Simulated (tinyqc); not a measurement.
# Threshold-voltage variability of a planar MOSFET, analytic estimates: what changes with what

Three independent sources add in quadrature: random dopants in the depleted layer, metal-gate grains of two orientations, and roughness of the two gate edges acting through the roll-off VT = VT(long) - Vr exp(-L/l). These are first-order estimates: no three-dimensional electrostatics, no percolation.

Values chosen for this exercise; material values close to those of silicon: temperature T = 300 K; band gap Eg = 1.1 eV; relative permittivity of the semiconductor eps_r = 11.7; conduction-band density of states at T Nc = 2.75e19 cm^-3; valence-band density of states at T Nv = 2.66e19 cm^-3; channel doping Na = 1.2e18 cm^-3; oxide-equivalent thickness in inversion ti = 1 nm; gate length L = 90 nm; gate width W = 210 nm; metal grain size G = 7 nm; work-function difference of the two grain orientations dW = 0.3 eV; share of the orientation of higher work function p = 0.4; rms roughness of one gate edge De = 1.7 nm; correlation length of the roughness La = 30 nm; decay length of the threshold roll-off l = 15 nm; prefactor of the roll-off Vr = 2.4 V.

Constants: q = 1.602176634e-19 C, kB = 1.380649e-23 J/K, Vt = kB T/q, eps0 = 8.8541878128e-14 F/cm where lengths are in cm. Results are converted to the units shown.

Each table varies one quantity; the others keep the values above.

## Effect of the oxide-equivalent thickness in inversion

ni = sqrt(Nc Nv) exp(-Eg/(2 Vt)), Eg in volts; Cox = 3.9 eps0/ti; Wd = sqrt(4 eps0 eps_r Vt ln(Na/ni)/(q Na)); dopants: s1 = (q/Cox) sqrt(Na Wd/(3 L W)). Grains: Ng = L W/G^2 (at least 1), s2 = dW sqrt(p (1 - p)/Ng). Edges, with exponential correlation and u = W/La: the mean gate length has sL^2 = 2 De^2 (2/u)[1 - (1 - exp(-u))/u]; s3 = sL (Vr/l) exp(-L/l). s = sqrt(s1^2 + s2^2 + s3^2). l and Vr are held fixed.

The same in every row: s2 (mV) = 7.483; s3 (mV) = 0.4719.

Effect of the oxide-equivalent thickness in inversion:
```
ti (nm)  s1 (mV)  s (mV)  s sqrt(L W) (mV um)
0.8        3.046   8.093                1.113
1.2        4.568   8.780                1.207
1.6        6.091   9.660                1.328
2          7.614   10.69                1.469
2.4        9.137   11.82                1.625
2.8        10.66   13.03                1.792
3.2        12.18   14.30                1.967
```

As ti goes from 0.8 to 3.2 nm, s rises from 8.09 to 14.3 mV. The largest source is the grains in the first row and the dopants in the last. s1 goes on average as ti^(1.00).

## Effect of the correlation length of the roughness

Same model as above.

l and Vr are held fixed.

The same in every row: s1 (mV) = 3.8069; s2 (mV) = 7.4833.

Result of one run:
```
La (nm)  s3 (mV)  s (mV)  s sqrt(L W) (mV um)
5        0.20558  8.3985               1.1546
```

What becomes of these results when the correlation length of the roughness La is changed from 5 to 160 nm, all else the same?

Result of the changed run:
```
La (nm)  s3 (mV)  s (mV)  s sqrt(L W) (mV um)
160      0.78354  8.4325               1.1593
```

The whole series:
```
La (nm)  s3 (mV)  s (mV)  s sqrt(L W) (mV um)
2        0.13097  8.3970               1.1544
5        0.20558  8.3985               1.1546
10       0.28716  8.4009               1.1549
20       0.39583  8.4053               1.1555
40       0.52983  8.4127               1.1566
80       0.66927  8.4226               1.1579
160      0.78354  8.4325               1.1593
```

As La goes from 2 to 160 nm, s stays near 8.41 mV. The grains are the largest source in the first and the last row. The edge term s3 rises from 0.131 to 0.784 mV: a longer correlation averages out less along the width.

Program tinyqc, `OMP_NUM_THREADS=1 python tinyqc.py 2090105 2090106 out.jsonl`; Intel Xeon 2.30GHz, shared host, one thread, about 0.01 s.
